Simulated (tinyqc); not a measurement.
Comparisons within one model: trap in a gate oxide as a short-range spherical well. A value that a table varies takes the place of the one given here.

A spherical well of radius R and depth V0 below the conduction edge, one mass m, c = hbar^2/2m0. The s level at binding Et solves k cot(k R) = -kappa with k = sqrt(m (V0 - Et)/c), kappa = sqrt(m Et/c); it exists for V0 > Vc = c (pi/2R)^2/m. Outside, psi falls as exp(-kappa r)/r.

Lucovsky model (delta well, plane-wave final states, no local-field factor): sigma = (32 pi alpha c/(3 n_r m Et)) (x - 1)^(3/2)/x^3, x = h nu/Et, c = hbar^2/2m0; 1 angstrom^2 = 1e-16 cm^2.

Energies from the conduction edge of the channel. The trap level at depth x is E_T = dEc - Et - e Fox x (1 MV/cm = 0.01 eV/angstrom). An electron at the channel edge tunnels with the WKB exponent S = (4/3) sqrt(m/c) [dEc^(3/2) - (dEc - e Fox x)^(3/2)]/(e Fox), c = hbar^2/2m0; tau = t0 exp(S); the occupation is f = 1/(1 + exp((E_T - EF)/kB T)), tau_c = tau/f and tau_e = tau/(1 - f). Lattice relaxation is left out; a level below the channel edge needs phonons as well, so tau is then a lower bound, while a level above it can also empty elastically at its own energy, through a thinner barrier, faster than this tau.

Constants: hbar^2/2m0 = 3.80998211 eV angstrom^2; fine-structure constant alpha = 0.007297352564; kB = 8.617333262e-05 eV/K.

Inputs chosen for the exercise (near those of Al2O3 on GaAs; shifted at random, so the results belong to these values and not to a real crystal):
- R = 2.7 angstrom (radius of the well)
- m = 0.298 m0 (mass)
- fV = (1.06, 1.15, 1.25, 1.72, 2.01, 2.83, 6) (V0/Vc)
- n_r = 1.68 (refractive index)
- xs = (1.11, 1.2, 1.51, 1.85, 2.31, 3.23, 4.99, 7.8) (photon energies h nu/Et)
- dEc = 1.91 eV (conduction offset to the channel)
- Fox = 2.6 MV/cm (oxide field, lowering levels away from the channel)
- t0 = 5.3 x 1e-11 s (time constant at the interface)
- T = 200 K (temperature)
- EF = -0.05 eV (Fermi level above the channel edge)
- ds = (2, 4, 7, 10, 14, 19) angstrom (depths)
- V0 = 8.13 eV (depth of the well)
- x = 15 angstrom (depth of the trap)

## From threshold to a deep level

Et against the depth at fixed R; near threshold Et = (pi^2/16)(V0 - Vc)^2/Vc.

Results:

| V0/Vc | V0 (eV) | Et (eV) | threshold form (eV) | 1/kappa (angstrom) | share outside |
|---|---|---|---|---|---|
| 1.06 | 4.587 | 0.009206 | 0.009610 | 37.3 | 0.931 |
| 1.15 | 4.976 | 0.05415 | 0.06006 | 15.4 | 0.841 |
| 1.25 | 5.409 | 0.1413 | 0.1668 | 9.5 | 0.759 |
| 1.72 | 7.443 | 0.9158 | 1.384 | 3.7 | 0.509 |
| 2.01 | 8.698 | 1.592 | 2.723 | 2.8 | 0.418 |
| 2.83 | 12.246 | 3.951 | 8.939 | 1.8 | 0.271 |
| 6.00 | 25.964 | 15.43 | 66.73 | 0.9 | 0.102 |

What can be read from the table?

The threshold form holds to 10 % up to V0/Vc = 1.06 of those listed. There the state is mostly outside the well (93 % in the first row) and knows only Et, which is why a delta-well model works; more than half is inside from V0/Vc = 2.01 on. A second s level would need V0/Vc > 9. From V0/Vc = 6.00 on Et exceeds the gap of the host, about 6.5 eV, so those rows only show the model.

## Neutral against charged centre

Et = 1.27202 eV

Lucovsky cross-section, its shape relative to the peak, and the shape of a hydrogen-like centre relative to threshold: x^-4 exp(4 - 4 atan(e)/e)/(1 - exp(-2 pi/e)), e = sqrt(x - 1).

Results:

| x | h nu (eV) | sigma (1e-18 cm^2) | relative to peak | hydrogen-like |
|---|---|---|---|---|
| 1.11 | 1.412 | 3.90 | 0.213 | 0.756 |
| 1.20 | 1.526 | 7.57 | 0.414 | 0.612 |
| 1.51 | 1.921 | 15.5 | 0.846 | 0.326 |
| 1.85 | 2.353 | 18.1 | 0.990 | 0.184 |
| 2.31 | 2.938 | 17.8 | 0.973 | 0.098 |
| 3.23 | 4.109 | 14.5 | 0.791 | 0.037 |
| 4.99 | 6.347 | 9.38 | 0.513 | 0.010 |
| 7.80 | 9.922 | 5.47 | 0.299 | 0.003 |

How do the results move?

The short-range centre starts from zero, reaches half its peak at x = 1.24 and peaks at x = 2; in the last row it still has 30 % of the peak. The Coulomb centre is largest at threshold and is down to 0.3 % there. Reading the peak as the threshold would misplace the level by a factor 2, here 1.27 eV. Rows above the gap, about 6.5 eV, are hidden by band-to-band absorption.

## Depth of the trap

Each depth has its own level and time; the corner frequency is 1/(2 pi tau).

Results:

| x (angstrom) | E_T (eV) | S | tau (s) | corner (Hz) | f |
|---|---|---|---|---|---|
| 2 | 0.586 | 1.54 | 2.5e-10 | 6.5e+08 | 0.000 |
| 4 | 0.534 | 3.05 | 1.1e-09 | 1.4e+08 | 0.000 |
| 7 | 0.456 | 5.28 | 1.0e-08 | 1.5e+07 | 0.000 |
| 10 | 0.378 | 7.46 | 9.2e-08 | 1.7e+06 | 0.000 |
| 14 | 0.274 | 10.29 | 1.6e-06 | 1.0e+05 | 0.000 |
| 19 | 0.144 | 13.69 | 4.7e-05 | 3.4e+03 | 0.000 |

How do the results move?

tau spans 5.3 decades, one decade for each 3.04 angstrom at the start and 3.38 at the end, where the field has thinned the barrier. Traps spread evenly in depth are thus spread nearly evenly in ln tau; if levels near EF exist at every depth, this sums to 1/f noise and to charging that grows as ln t. With the single Et of this table only depths where f is neither 0 nor 1 contribute. The level stays above EF at all these depths.

## What each parameter does

Et from the well, then the level and the time. Each row changes one parameter from the base and keeps the others.

Results:

| case | Et (eV) | E_T (eV) | log10 tau (s) | ln(tau_c/tau_e) |
|---|---|---|---|---|
| base | 1.272 | 0.248 | -5.51 | 17.3 |
| x = 17 angstrom | 1.272 | 0.196 | -4.91 | 14.3 |
| Fox = 3.6 MV/cm | 1.272 | 0.098 | -5.61 | 8.6 |
| dEc = 1.76 eV | 1.272 | 0.098 | -5.72 | 8.6 |
| m = 0.328 m0 | 1.581 | -0.061 | -5.27 | -0.6 |
| V0 = 8.54 eV | 1.501 | 0.019 | -5.51 | 4.0 |
| T = 250 K | 1.272 | 0.248 | -5.51 | 13.8 |
| EF = 0 eV | 1.272 | 0.248 | -5.51 | 14.4 |

What can be read from the table?

The largest shifts from the base row, up to three for each result and ties (the steps differ in size, so this ranks the rows, not the parameters). Et (eV): m +0.309, V0 +0.229; unchanged at the printed digits by x, Fox, dEc, T and EF. E_T (eV): m -0.309, V0 -0.229, Fox -0.150, dEc -0.150; unchanged at the printed digits by T and EF. log10 tau (s): x +0.59, m +0.23, dEc -0.21; unchanged at the printed digits by V0, T and EF. ln(tau_c/tau_e): m -17.9, V0 -13.3, Fox -8.7, dEc -8.7.

(tinyqc, `OMP_NUM_THREADS=1 python tinyqc.py 1252344 1252345 out.jsonl`, Intel(R) Xeon(R) Processor @ 2.30GHz, 1 thread, shared host, about 0.01 s.)
